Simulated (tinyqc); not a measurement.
# Surface Green function of a zigzag honeycomb ribbon two chains wide, Sancho-Rubio decimation: densities of states against energy

A semi-infinite lead of cells 0, 1, 2, ... with H0 inside a cell and H1 = <cell i|H|cell i + 1>. Cell of four sites joined 1-2-3-4 by -t; site 2 joins site 1 of the next cell and site 3 joins site 4 of the next cell. z = E + i eta.

Start with e_s = e = H0, a = H1, b = H1^dagger. Each round: g = (z - e)^(-1); e_s <- e_s + a g b; e <- e + a g b + b g a; a <- a g a; b <- b g b (all with the old a, b). Round k joins cells 2^k apart. Stop when the largest entry of the matrices a and b is below 1e-12 eV; g_s = (z - e_s)^(-1), bulk (z - e)^(-1), density of states -Im Tr/pi. Here eta = 0.0001 eV. Open modes are the crossings of E with the bands of H0 + H1 exp(ik) + H1^dagger exp(-ik) for 0 < k < pi.

H0 (eV):

|  | 1 | 2 | 3 | 4 |
|---|---|---|---|---|
| 1 | 0.19 | -1 | 0 | 0 |
| 2 | -1 | -0.19 | -1 | 0 |
| 3 | 0 | -1 | 0.19 | -1 |
| 4 | 0 | 0 | -1 | -0.19 |

H1 (eV):

|  | 1 | 2 | 3 | 4 |
|---|---|---|---|---|
| 1 | 0 | 0 | 0 | 0 |
| 2 | -1 | 0 | 0 | 0 |
| 3 | 0 | 0 | 0 | -1 |
| 4 | 0 | 0 | 0 | 0 |

Densities of states against energy:

| E (eV) | open modes | rounds | surface (1/eV) | bulk (1/eV) |
|---|---|---|---|---|
| -2.83 | 0 | 5 | 7.353e-5 | 1.372e-4 |
| -2.31 | 1 | 17 | 0.7573 | 0.6642 |
| -1.8 | 1 | 18 | 0.7188 | 0.4320 |
| -1.28 | 2 | 18 | 0.9634 | 1.075 |
| -0.77 | 1 | 18 | 0.6424 | 0.4368 |
| -0.26 | 1 | 17 | 1.207 | 0.7103 |
| 0.26 | 1 | 17 | 1.207 | 0.7103 |
| 0.77 | 1 | 18 | 0.6424 | 0.4368 |
| 1.28 | 2 | 18 | 0.9634 | 1.075 |
| 1.8 | 1 | 18 | 0.7188 | 0.4320 |
| 2.31 | 1 | 17 | 0.7573 | 0.6642 |
| 2.83 | 0 | 5 | 7.353e-5 | 1.372e-4 |

What does the comparison show?

The bands of the infinite lead run over -2.57 to -1.02, -1.57 to -0.190, 0.190 to 1.57, 1.02 to 2.57 eV. The rounds lie between 5 and 18, 5.0 on average outside the bands and 17.6 inside. The surface density of states is largest at E = -0.26 and 0.26 eV among the rows (1.21 1/eV, bulk 0.710).

tinyqc, about 0.05 s, one thread, Intel Xeon 2.30GHz (shared host): `OMP_NUM_THREADS=1 python tinyqc.py 2680046 2680047 out.jsonl`
